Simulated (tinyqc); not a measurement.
# Ferroelectric switching, Landau-Khalatnikov equation: two studies

One domain: rho dP/dt = E - (2 al P + 4 be P^3), with al = -3 sqrt(3) Ec/(4 Pr), be = 3 sqrt(3) Ec/(8 Pr^3), so that the static loop has remanence Pr and coercive field Ec. With P in uC/cm^2, E in kV/cm, rho in ohm m and t in ns, dP/dt = [E - 2 al P - 4 be P^3]/(100 rho).

Inputs (values chosen for the exercise); remanent polarisation and coercive field close to those of doped hafnium oxide films: remanent polarisation Pr = 20 uC/cm^2; static coercive field Ec = 1100 kV/cm; viscosity of the polarisation rho = 0.54 ohm m; field amplitude Em = 2900 kV/cm.

Each table varies one quantity; the others keep the values above.

## Switching time against field

In the constant field E = Em the time to go from -Pr to 0 is the integral of dP/(dP/dt); tau = 100 rho/(-4 al). Near Ec the bottleneck estimate is pi 100 rho/sqrt(c (Em - Ec)) with c = 12 be Pr/sqrt(3); for large fields the time tends to 100 rho Pr/Em.

Results:
```
Em (kV/cm)	Em/Ec	time (ns)	time/tau	bottleneck estimate (ns)	large-field limit (ns)
1120	1.018	9.987	52.85	10.78	0.9643
1190	1.082	4.281	22.65	5.083	0.9076
1270	1.155	2.901	15.35	3.699	0.8504
1450	1.318	1.800	9.526	2.578	0.7448
1820	1.655	1.065	5.635	1.797	0.5934
2560	2.327	0.6036	3.194	1.262	0.4219
4070	3.700	0.3249	1.720	0.8849	0.2654
7140	6.491	0.1685	0.8919	0.6205	0.1513
```

Estimate the missing row, Em = 1140 kV/cm.

Computed row:
```
Em (kV/cm)	Em/Ec	time (ns)	time/tau	bottleneck estimate (ns)	large-field limit (ns)
1140	1.036	6.824	36.12	7.625	0.9474
```

With this row back in the table: The switching time falls from 9.99 to 0.169 ns. Against Em - Ec it goes with exponent -0.55 between the first two rows (-1/2 at a saddle-node bottleneck) and -0.92 between the last two. The bottleneck estimate is 8.0 % above the time in the first row, the large-field limit 10 % below it in the last. At Em = 7140 kV/cm the field passes 6 MV/cm, near or beyond dielectric breakdown.

## Coercive field against sweep rate

The field rises as E = 4 Em t/Tp (the first quarter of a triangular wave of period Tp) from P = -Pr; the dynamic coercive field Ed is E when P crosses zero.

Result of one run:
```
Tp (ns)	dE/dt (kV/(cm ns))	Ed (kV/cm)	Ed/Ec - 1
2700	4.296	1137	0.03402
```

What becomes of these results when the period Tp is changed from 2700 to 6200 ns, all else the same?

Result of the changed run:
```
Tp (ns)	dE/dt (kV/(cm ns))	Ed (kV/cm)	Ed/Ec - 1
6200	1.871	1122	0.01970
```

The whole series:
```
Tp (ns)	dE/dt (kV/(cm ns))	Ed (kV/cm)	Ed/Ec - 1
9.5	1221	2379	1.163
21	552.4	1900	0.7276
48	241.7	1586	0.4418
110	105.5	1392	0.2650
240	48.33	1279	0.1623
540	21.48	1206	0.09675
1200	9.667	1164	0.05774
2700	4.296	1137	0.03402
6200	1.871	1122	0.01970
```

As the period grows, Ed falls from 2380 to 1120 kV/cm, towards the static Ec = 1100 kV/cm. The excess Ed/Ec - 1 goes as Tp^(-0.59) between the first two rows and as Tp^(-0.66) between the last two; slow passage through a saddle-node point gives -2/3.

tinyqc, about 0.1 s, one thread, Intel Xeon 2.30GHz (shared host): `OMP_NUM_THREADS=1 python tinyqc.py 2860122 2860123 out.jsonl`
